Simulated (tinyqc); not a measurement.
From results back to parameters: free-carrier optics of a doped semiconductor (Drude model with one polar phonon). Two cases, with inputs chosen for the exercise.

Problem. The upper coupled mode solves E^4 - (wL^2 + Ep^2) E^2 + Ep^2 wT^2 = 0 with wL = wT sqrt(es/ei); N is hidden.

eps(E) = ei [1 - Ep^2/(E^2 + i E Gam)] + (es - ei) wT^2/(wT^2 - E^2 - i E gT), with Ep^2 = 8 pi c (e^2/(4 pi eps0)) N/(m ei), c = hbar^2/2m0, N in 1/angstrom^3 (1e-24 per 1/cm^3); Gam = hbar/tau, tau = mu m m0/e with m0/e = 5.685630e-12 kg/C and mu in m^2/(V s). Energies in meV.

Constants: hbar^2/2m0 = 3.80998211 eV angstrom^2; e^2/(4 pi eps0) = 14.39964547 eV angstrom.

Case 1.

Values chosen (mass and dielectric values near those of InSb; N and mu are free inputs; interband absorption and the rise of the mass with filling are left out; shifted at random, so the results belong to these values and not to a real crystal): m = 0.0149 m0 (conductivity mass); ei = 16.04 (high-frequency dielectric constant); wT = 22.6 meV (TO phonon); es = 17.17 (static dielectric constant).

L+ = 23.6624 meV

Case 2.

Values chosen (mass and dielectric values near those of SiC; N and mu are free inputs; interband absorption and the rise of the mass with filling are left out; shifted at random, so the results belong to these values and not to a real crystal): m = 0.431 m0 (conductivity mass); ei = 6.67 (high-frequency dielectric constant); wT = 98.5 meV (TO phonon); es = 10.13 (static dielectric constant).

L+ = 122.0621 meV

Find: Ep; N; L-.

Solution. Ep^2 = L+^2 (L+^2 - wL^2)/(L+^2 - wT^2); the product of the roots gives L- = Ep wT/L+.

Case 1.

Ep = 12.25 meV
N = 2.60e+16 1/cm^3
L- = 11.70 meV

Case 2.

Ep = 21.68 meV
N = 9.80e+17 1/cm^3
L- = 17.50 meV

Computed by tinyqc, one run a case: `OMP_NUM_THREADS=1 python tinyqc.py N N+1 out.jsonl` with N = 1650184, 1650355; one thread of a shared Intel(R) Xeon(R) Processor @ 2.30GHz, about 0.01 s a run at most.
